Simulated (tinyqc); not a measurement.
Angle of incidence: thin-film optics by transfer matrices.

Indices N = n + i k. Snell: N0 sin(theta) = N_j sin(theta_j), with Im(N_j cos theta_j) >= 0. Admittance y_j = N_j cos theta_j for s and N_j/cos theta_j for p. Phase delta_j = 2 pi N_j cos theta_j d_j/lambda. Layer matrix [[cos delta, -i sin delta/y], [-i y sin delta, cos delta]], multiplied from the top down to M. (B, C) = M (1, y_sub); r = (y0 B - C)/(y0 B + C), R = |r|^2, T = 4 Re y0 Re y_sub/|y0 B + C|^2, absorbed in the films 1 - R - T.

Ellipsometry: rho = tan(Psi) exp(i Delta) = -conj(r_p/r_s) with the r of the admittance formula, Delta in 0 to 360 degrees, so that a bare dielectric at small angles gives Delta = 180.

Inputs chosen for the exercise (indices near those of polySi, SiO2 on W; the results hold for these values, not for the real material): lam = 193 nm (vacuum wavelength); n0 = 1 (ambient index); n = (0.994, 1.592, 1.295) (n of polySi, SiO2, substrate); k = (2.208, 0, 2.876) (k in the same order); d = (13.2, 347) nm (thicknesses, top first).

Both polarisations.

Stack:
```
theta (degrees)     R_s     R_p    Psi   Delta
0                0.5958  0.5958  45.00  180.00
15               0.3829  0.3786  44.84  178.65
30               0.3743  0.2622  39.93  168.67
45               0.6164  0.3976  38.77  149.29
55               0.7896  0.4730  37.74  135.00
60               0.8202  0.4737  37.24  126.61
65               0.6578  0.3707  36.89  122.70
70               0.6381  0.1728  27.49  116.00
75               0.7294  0.1283  22.75   73.06
80               0.8231  0.2698  29.79   39.78
85               0.9113  0.5412  37.62   18.74
```

R_s and R_p agree at normal incidence (0.5958). R_p is lowest at 75 degrees of those listed (0.1283), where R_s = 0.7294; the top film absorbs, so there is only a pseudo-Brewster minimum. R_s does not rise steadily, because the phase thickness of the films changes with the angle.

Computed by tinyqc, a small Python program: `OMP_NUM_THREADS=1 python tinyqc.py 1650921 1650922 out.jsonl` (the numbers bound the seed that draws the inputs); one thread of a shared host (Intel(R) Xeon(R) Processor @ 2.30GHz), about 0.01 s for the whole set of steps.
